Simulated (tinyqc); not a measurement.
Far from Gamma: eight-band Kane k.p model.

Eight-band Kane model, basis S, X, Y, Z times spin, zero of energy at the top of the unstrained valence band, c = hbar^2/2m0. Within each spin: H_SS = Eg + A c k^2, H_SX = i P kx (likewise Y, Z), H_XX = -Dso/3 + L kx^2 + M (ky^2 + kz^2), H_XY = N kx ky, and cyclic. Spin-orbit term (Dso/3) L.sigma on X, Y, Z with (L_k)_ij = -i epsilon_kij: <X+|H|Y+> = -i Dso/3, <X+|H|Z-> = Dso/3, <Y+|H|Z-> = -i Dso/3, <Z+|H|X-> = -Dso/3, <Z+|H|Y-> = i Dso/3, <X-|H|Y-> = i Dso/3, and their conjugates; + and - are the spin along z. Terms from inversion asymmetry are left out, so every level is twofold.

P = sqrt(Ep c); A = 1/me - Ep (Eg + 2 Dso/3)/(Eg (Eg + Dso)) keeps the electron mass; g1' = g1 - Ep/(3 Eg), g2' = g2 - Ep/(6 Eg), g3' = g3 - Ep/(6 Eg) remove the coupling to S that the Luttinger values already hold; L = -c (g1' + 4 g2'), M = -c (g1' - 2 g2'), N = -6 c g3'.

Constants: hbar^2/2m0 = 3.80998211 eV angstrom^2.

Parameters, chosen for this exercise (near those of InSb; not measured data):

| symbol | value | unit | meaning |
|---|---|---|---|
| Eg | 0.234 | eV | gap at Gamma to the s-like level |
| Dso | 0.815 | eV | spin-orbit splitting |
| Ep | 23.3 | eV | Kane energy |
| me | 0.0134 | m0 | electron mass at Gamma |
| g1 | 34.76 |  | Luttinger gamma1 |
| g2 | 15.52 |  | gamma2 |
| g3 | 16.51 |  | gamma3 |

Pairs 3 and 4 along [100] out to 3.2 1/angstrom, beyond the zone edge but about the reach pi/h of a grid with h = 1 angstrom, with Ep as given and with Ep rescaled so that A = 1: Ep = (1/me - 1) Eg (Eg + Dso)/(Eg + 2 Dso/3). Crossings of E = Eg/2 are found on a scan of 320 points from 0.05 to 3.2 and refined by bisection.

Levels (eV):

| kx (1/angstrom) | pair 3 | pair 4 | pair 3, rescaled | pair 4, rescaled |
|---|---|---|---|---|
| 0.0 | 0.000 | 0.234 | 0.000 | 0.234 |
| 0.4 | -2.268 | 4.864 | -2.268 | 4.834 |
| 0.8 | -3.465 | 12.155 | -3.417 | 11.972 |
| 1.2 | -2.549 | 22.124 | -2.317 | 21.588 |
| 1.6 | -0.131 | 34.954 | 0.470 | 33.812 |
| 2.0 | 3.643 | 50.786 | 4.828 | 48.756 |
| 2.4 | 8.674 | 69.720 | 10.669 | 66.507 |
| 2.8 | 14.890 | 91.826 | 17.926 | 87.132 |
| 3.2 | 22.244 | 117.150 | 26.550 | 110.680 |

A (a pure number) and L (eV angstrom^2) as given: 0.841  10.411

rescaled Ep = 23.25 eV

A and L rescaled: 1.000  9.595

Crossings of mid-gap:

| set | number | first kx (1/angstrom) |
|---|---|---|
| as given | 1 | 1.631 |
| rescaled | 1 | 1.560 |

Is the parameter set safe for a calculation on a fine real-space grid?

No. A level crosses the middle of the gap at kx = 1.631 1/angstrom; a grid of step h reaches k = pi/h, so one with h below about 1.9 angstrom can return spurious states, and finite differences, which weaken the linear term at large k, can do so on coarser grids too. At large kx the S and X states dominate and (A c k^2)(L k^2) - P^2 k^2 must vanish for a state in the gap, which needs A L > 0, near k = P/sqrt(A c L); here A = 0.841 and L = 10.411 have the same sign, which puts the estimate at 1.63 1/angstrom. In the rerun with Ep = 23.25 eV, A = 1.000 and L = 9.595 have the same sign, and a level crosses at kx = 1.560, so the rescaling is no cure here. Electron, heavy- and light-hole masses at Gamma are the same for both sets.

Program tinyqc; command `OMP_NUM_THREADS=1 python tinyqc.py 1051348 1051349 out.jsonl`; about 0.07 s on one thread of a shared Intel(R) Xeon(R) Processor @ 2.30GHz.
